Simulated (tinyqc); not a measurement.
From results back to parameters: deformation-potential model of the X valleys of a conduction band. Three cases, with inputs chosen for the exercise.

Problem. A uniaxial tension X1 along [100] acts on valleys along x, y, z, with shifts dE = Xd tr(e) + Xu a.e.a and Boltzmann shares. The ratio of the share of the y valleys to that of the x valleys is given.

s11 = (C11 + C12)/((C11 - C12)(C11 + 2 C12)), s12 = -C12/((C11 - C12)(C11 + 2 C12)), s44 = 1/C44; exx = s11 sxx + s12 (syy + szz) and cyclic, exy = s44 sxy/2; tension is positive. A uniaxial stress X along the unit vector n is s_ij = X n_i n_j.

Constants: kB = 8.617333262e-05 eV/K.

Case 1.

Values chosen (near those of AlAs; the results hold for these values, not for the real material):
- C11 = 129.7 GPa
- C12 = 53.2 GPa
- C44 = 51.7 GPa
- X1 = 1.2 GPa (size of the stress)
- T = 300 K (temperature)

n_y/n_x = 27.46675

Case 2.

Values chosen (near those of GaP; the results hold for these values, not for the real material):
- C11 = 142.8 GPa
- C12 = 61 GPa
- C44 = 70.2 GPa
- X1 = 0.7 GPa (size of the stress)
- T = 300 K (temperature)

n_y/n_x = 8.155147

Case 3.

Values chosen (near those of GaP; the results hold for these values, not for the real material):
- C11 = 147.8 GPa
- C12 = 61 GPa
- C44 = 68.9 GPa
- X1 = 1.2 GPa (size of the stress)
- T = 300 K (temperature)

n_y/n_x = 35.40732

Find: splitting dE_x - dE_y; Xu.

Solution. The splitting is kT ln(n_y/n_x), and it equals Xu (exx - eyy) = Xu (s11 - s12) X1; Xd drops out.

Case 1.

splitting dE_x - dE_y = 85.65 meV
Xu = 5.46 eV

Case 2.

splitting dE_x - dE_y = 54.25 meV
Xu = 6.34 eV

Case 3.

splitting dE_x - dE_y = 92.21 meV
Xu = 6.67 eV

Computed by tinyqc, one run a case: `OMP_NUM_THREADS=1 python tinyqc.py N N+1 out.jsonl` with N = 1080567, 1080587, 1080657; one thread of a shared Intel(R) Xeon(R) Processor @ 2.30GHz, about 0.03 s a run at most.
